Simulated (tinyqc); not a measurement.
Inside a calculation. Model: charge control and current of a heterostructure field-effect transistor. Computed by tinyqc, a small Python program that keeps every step. Command: `OMP_NUM_THREADS=1 python tinyqc.py 3012980 3012981 out.jsonl hemt walk`. One thread of a shared host (Intel(R) Xeon(R) Processor @ 2.30GHz), about 0.01 s of CPU time with the checks. Intermediate numbers are printed to about 7 digits and carried at full precision; extremes and crossings named in words are read from the listed rows.

Two subbands in a triangular well; E_F is counted from the conduction band edge of the channel at the interface.

Inputs (values chosen for the exercise, modelled on AlGaN/GaN):

| quantity | value | unit |
|---|---|---|
| channel mass m | 0.19 | m_0 |
| permittivity eps (barrier and channel) | 9.65 | - |
| barrier thickness d | 40 | nm |
| Schottky barrier phi_B | 1.1 | eV |
| conduction band offset dE_c | 0.22 | eV |
| polarisation charge sigma/e | 7.9e+12 | 1/cm^2 |
| gate voltage V_G | 0 | V |
| mobility mu | 2100 | cm^2/(V s) |
| saturation velocity v_s | 1.4 | 1e7 cm/s |
| gate length L | 910 | nm |
| source resistance R_S | 1.4 | ohm mm |
| temperature T | 400 | K |
| mixing | 0.3 | - |
| iteration cap | 200 | - |

Charge source: polarisation. Velocity law: smooth.

Constants: e = 1.602176634e-19 C; eps_0 = 8.8541878128e-12 F/m; k_B = 8.617333262e-05 eV/K; hbar = 1.054571817e-34 J s; m_0 = 9.1093837015e-31 kg; k_B = 1.380649e-23 J/K.

## Threshold and barrier capacitance

Threshold V_T = phi_B - dE_c - sigma d/(eps eps_0) (in volts); C_b = eps eps_0/d.

threshold voltage V_T = -5.045451 V

barrier capacitance C_b = 0.2136073 microfarad/cm^2

The device is normally on.

## First iteration

Charge control: n_s = C_b (V_G - V_T - E_F/e)/e. Well: mean field F = e n_s/(2 eps eps_0), E_i = (hbar^2/2m)^(1/3) [(3 pi e F/2)(i + 3/4)]^(2/3), i = 0, 1; n_s = D k_B T sum_i ln(1 + exp((E_F - E_i)/k_B T)), D = m/(pi hbar^2), which is solved in closed form for E_F. Iteration from n_s = C_b (V_G - V_T)/(2e): E_F from n_s, n_out from the charge control, n_new = n_s + mixing (n_out - n_s), kept above n_s/10; stop when |n_out/n_s - 1| < 1e-9.

starting n_s = 3.363378e+12 1/cm^2

E_0 = 135.5537 meV

E_1 = 238.4675 meV

E_F = 161.0024 meV

n_out = 6.512103e+12 1/cm^2

Caution: a density of n_out would put E_F above the conduction band minimum of the barrier, where parallel conduction sets in.

## Sheet density

The formulas are those given above.

Course of the iteration:

| iteration | n_s (1/cm^2) | E_F (meV) | \|n_out/n_s - 1\| |
|---|---|---|---|
| 1 | 3.363378e+12 | 161.0024 | 9.361792e-01 |
| 2 | 4.307995e+12 | 201.9491 | 4.989596e-01 |
| 3 | 4.952850e+12 | 227.8866 | 2.968150e-01 |
| 4 | 5.393874e+12 | 244.9183 | 1.865726e-01 |
| 5 | 5.695779e+12 | 256.2982 | 1.210146e-01 |
| 6 | 5.902561e+12 | 263.9750 | 8.000859e-02 |
| 7 | 6.044237e+12 | 269.1834 | 5.354437e-02 |
| ... | ... | ... | ... |
| 49 | 6.352923e+12 | 280.3963 | 6.626742e-09 |
| 50 | 6.352923e+12 | 280.3963 | 4.543203e-09 |
| 51 | 6.352923e+12 | 280.3963 | 3.114757e-09 |
| 52 | 6.352923e+12 | 280.3963 | 2.135434e-09 |
| 53 | 6.352923e+12 | 280.3963 | 1.464024e-09 |
| 54 | 6.352923e+12 | 280.3963 | 1.003715e-09 |
| 55 | 6.352923e+12 | 280.3963 | 6.881329e-10 |

sheet density n_s = 6.352923e+12 1/cm^2

Converged in 55 iterations.

## Levels and gate capacitance

C_g = e dn_s/dV_G = 1/(1/C_b + 1/C_q), 1/C_q = d(E_F/e)/d(e n_s) by a central difference of +/- 0.1 % in n_s; added distance dd = eps eps_0/C_q.

E_0 = 207.1302 meV

E_1 = 364.3856 meV

E_F = 280.3963 meV

share in the second subband = 3.610426 %

gate capacitance C_g = 0.2038148 microfarad/cm^2

added distance dd = 1.921848 nm

C_g is 95 % of C_b: the finite density of states and the rise of E_0 act as 1.9 nm of extra barrier. Caution: E_F lies above the conduction band minimum of the barrier, so electrons would spill into the barrier.

## Saturation current

With V = e n_s/C_g and V_c = v_s L/mu: for v = mu F/(1 + mu F/v_s), V_Dsat = V_c (sqrt(1 + 2V/V_c) - 1) and I/W = C_g v_s (V - V_Dsat); g_m = dI/dV; extrinsic g_m/(1 + g_m R_S); f_T = g_m/(2 pi C_g L).

V = 4.993998 V

V_c = 0.6066667 V

V_Dsat = 1.928571 V

saturation current I/W = 874.6910 mA/mm

intrinsic g_m = 217.0604 mS/mm

extrinsic g_m = 166.4721 mS/mm

intrinsic f_T = 18.62618 GHz

V/V_c = 8.23: velocity saturation rules; I is 61 % of e n_s v_s = 1420 mA/mm.

## Gate length

The formulas are those given above.

Scaling; the last columns are v_s/(2 pi L) and mu V/(2 pi L^2):

| L (nm) | I/W (mA/mm) | g_m (mS/mm) | extrinsic g_m (mS/mm) | f_T (GHz) | velocity limit (GHz) | mobility limit (GHz) |
|---|---|---|---|---|---|---|
| 30 | 1303.038 | 272.5849 | 197.2939 | 7.095208e+02 | 742.7231 | 1.854579e+05 |
| 60 | 1255.687 | 267.3193 | 194.5206 | 3.479074e+02 | 371.3615 | 4.636447e+04 |
| 120 | 1191.735 | 259.9053 | 190.5650 | 1.691292e+02 | 185.6808 | 1.159112e+04 |
| 250 | 1101.336 | 248.7849 | 184.5176 | 7.770851e+01 | 89.1268 | 2.670593e+03 |
| 500 | 990.842 | 234.0622 | 176.2932 | 3.655491e+01 | 44.5634 | 6.676483e+02 |
| 1000 | 854.738 | 213.9653 | 164.6455 | 1.670813e+01 | 22.2817 | 1.669121e+02 |
| 2000 | 696.827 | 187.4177 | 148.4632 | 7.317542e+00 | 11.1408 | 4.172802e+01 |
| 5000 | 474.712 | 142.6061 | 118.8732 | 2.227165e+00 | 4.4563 | 6.676483e+00 |

f_T scales as L^-1.03 at the short end and L^-1.30 at the long end; the two limits cross at L = mu V/v_s = 7490 nm. g_m tends to C_g v_s = 285 mS/mm, and R_S cuts it by 28 % at the shortest gate. Fringe capacitances and short-channel effects, left out, lower f_T once L is below about ten barrier thicknesses.

Checks made by the program: iterated density against a bracketing root search (relative difference 7e-10).
